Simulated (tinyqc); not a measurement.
Mobility limited by charged threading dislocations: one step, computed by the program tinyqc.

Parallel lines trap electrons, one site every c, and the current flows across them. Donors are taken as fully ionised and statistics as non-degenerate; SI units, mass times m_0.

Task: Line charge and screening. Filling f solves f = min(f_0, f*), where f* makes the line potential equal the available energy: (e^2 f/(4 pi eps eps_0 c)) (2 ln(R/r_0) - 1) = E_t - k_B T ln(N_c/N), R = sqrt(f/(pi c N)) the Read radius, r_0 = c/f, N_c = 2 (m k_B T/(2 pi hbar^2))^(3/2). Free electrons n = N - f N_dis/c; screening length lambda = sqrt(eps eps_0 k_B T/(e^2 n)).

Inputs (values chosen for the exercise, modelled on germanium on silicon):
```
quantity                                  value      unit
effective mass m                           0.12       m_0
permittivity eps                             16         -
site spacing c along the line                 4  angstrom
largest filling f_0                         0.5         -
acceptor level E_t below the band edge     0.22        eV
dislocation density N_dis               1.8e+10    1/cm^2
donor density N                         1.5e+17    1/cm^3
temperature T                               150         K
```

Band: parabolic. Filling of the line: limited by its own charge.

Constants: m_0 = 9.1093837015e-31 kg; k_B = 1.380649e-23 J/K; hbar = 1.054571817e-34 J s; e^2/(4 pi eps_0) = 14.39964548 eV angstrom; k_B = 8.617333262e-05 eV/K; eps_0 = 8.8541878128e-12 F/m; e = 1.602176634e-19 C.

Give: filling f; Read radius R; free electrons n; screening length lambda; share of electrons trapped.

Result:

filling f = 0.2013

Read radius R = 32.68 nm

free electrons n = 5.941e+16 1/cm^3

screening length lambda = 13.87 nm

share of electrons trapped = 60.39 %

The charge of the line limits its filling below f_0. The depleted cylinders cover 60 % of the area; the mean distance between lines is 74.5 nm. Caution: the cylinders begin to overlap, so barriers and percolation replace independent scattering.
